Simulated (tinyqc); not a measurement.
Inside a calculation. Model: Landau-Devonshire theory of a uniaxial ferroelectric. Computed by tinyqc, a small Python program that keeps every step. Command: `OMP_NUM_THREADS=1 python tinyqc.py 3025769 3025770 out.jsonl ferro walk`. One thread of a shared host (Intel(R) Xeon(R) Processor @ 2.30GHz), about 0.01 s of CPU time with the checks. Intermediate numbers are printed to about 7 digits and carried at full precision; extremes and crossings named in words are read from the listed rows.

G(P) = (alpha/2) P^2 + (beta*/4) P^4 + (gamma/6) P^6 - E P per volume, SI units, one domain, P along the polar axis.

Inputs (values chosen for the exercise, for a model ferroelectric):
```
quantity                          value             unit
alpha_0                        1.78e+06      J m/(C^2 K)
Curie-Weiss temperature T0          420                K
beta                           3.12e+08        J m^5/C^4
gamma                          2.65e+09        J m^9/C^6
temperature T                       195                K
applied field E                     9.1             MV/m
film thickness d                     26               nm
screening length lambda          0.0074               nm
background permittivity eps_b         7                -
gradient coefficient g            5e-11        J m^3/C^2
series capacitance C_d              1.8  microfarad/cm^2
start of Newton steps P0/Ps         1.3                -
```

Sample: free crystal.

Constants: eps_0 = 8.8541878128e-12 F/m.

## Coefficients at T

alpha = alpha_0 (T - T0*), T0* = T0, beta* = beta.

T0* = 420 K

alpha = -4.005000e+08 J m/C^2

beta* = 3.12e+08 J m^5/C^4

beta* > 0: the transition is of second order.

## Spontaneous polarisation, susceptibility, coercive field

Ps^2 = [-beta* + sqrt(beta*^2 - 4 alpha gamma)]/(2 gamma). chi = 1/(eps_0 G''), G'' = alpha + 3 beta* P^2 + 5 gamma P^4 at Ps. Ps, chi and the coercive field are for perfect screening, without a depolarising field. The intrinsic coercive field is |alpha P + beta* P^3 + gamma P^5| at the P_c where G'' = 0. 1 C/m^2 = 100 microcoulomb/cm^2.

spontaneous polarisation Ps = 57.82050 microcoulomb/cm^2

susceptibility chi = 81.05514

well depth G(Ps) = -41.72582 MJ/m^3

P_c = 37.69460 microcoulomb/cm^2

intrinsic coercive field = 114.0893 MV/m

P_c/Ps = 0.652, above the 0.577 of a quartic well, as the sixth-order term matters. Real switching runs by domain nucleation at far lower fields. Caution: far below T0* the expansion with linear alpha(T) is only a fit.

## Polarisation in the field by Newton steps

Solve G'(P) = alpha P + beta* P^3 + gamma P^5 - E = 0 by P(new) = P - G'/G'' from P0; stop when the step is below 1e-11 C/m^2 (G' under 1e-6 MV/m is shown as 0).

Newton steps:
```
step  P (microcoulomb/cm^2)     G' (MV/m)  G'' (MJ m/C^2)
1                  75.16664  4.582368e+02        4358.110
2                  64.65207  1.156182e+02        2305.709
3                  59.63763  1.814578e+01        1608.493
4                  58.50951  7.725414e-01        1472.749
5                  58.45706  1.609870e-03        1466.614
6                  58.45695             0        1466.601
```

P at the end of the steps = 58.45695 microcoulomb/cm^2

1/(eps_0 G'') there = 77.00862

The linear estimate Ps + eps_0 chi E gives 58.474; the field lowers chi by 5.0 %.

## The 180-degree wall

With the term (g/2) (dP/dx)^2, (g/2) P'^2 = G(P) - G(Ps) across the wall: energy = int_(-Ps)^(Ps) sqrt(2 g [G(P) - G(Ps)]) dP (40 Gauss-Legendre points); width = 2 Ps over the slope at P = 0, sqrt(2 |G(Ps)|/g). Elastic coupling inside the wall is left out.

wall energy = 51.69347 mJ/m^2

wall width = 0.8951161 nm

## A capacitor with imperfect screening

Between shorted electrodes with screening length lambda each, the depolarising field is -k P, k = 2 lambda/(eps_0 (d + 2 lambda eps_b)), so alpha turns into alpha + k. The polar state is the lowest uniform state while alpha + k < 0 (beta* > 0) or < 3 beta*^2/(16 gamma) (beta* < 0); setting the equality gives the critical thickness d_c.

depolarising coefficient k = 6.403429e+07 J m/C^2

polarisation of the film = 54.98073 microcoulomb/cm^2

size of the depolarising field = 35.20652 MV/m

critical thickness d_c = 4.069997 nm

The film keeps 95 % of Ps.

## Thickness series

Domains are left out, though they can pre-empt both the loss of P and the state at P = 0. The second and third columns are for the shorted capacitor, polar only where it is the lowest uniform state: alpha + k < 0 (beta* > 0) or < 3 beta*^2/(16 gamma) (beta* < 0). The last column is another circuit, the film in series with C_d at P = 0: 1/C = (alpha d)/(1 + alpha eps_0 eps_b) + 1/C_d, and P = 0 is locally stable while 1/C > 0; a dash marks the rest.

Against thickness:
```
d (nm)  P (microcoulomb/cm^2)  depolarising field (MV/m)  C of the stack / C_d
1                     0.00000                     0.0000              1.007448
2                     0.00000                     0.0000              1.015007
3                     0.00000                     0.0000              1.022681
5                    34.23679                   112.1320              1.038381
8                    46.71059                    96.3497              1.062857
15                   52.63471                    58.2512              1.124717
30                   55.38106                    30.7508              1.284976
60                   56.63400                    15.7503              1.797107
150                  57.35333                     6.3868                     -
```

The polar state appears between 3 and 5 nm (d_c = 4.07 nm), and at 150 nm P is 99.2 % of Ps. The stack exceeds C_d wherever it is stable, up to 1.80 times: the ferroelectric held at P = 0 acts as a negative capacitance.

Checks made by the program: Ps against a numerical root of G'(P)/P (relative difference below 1e-10).
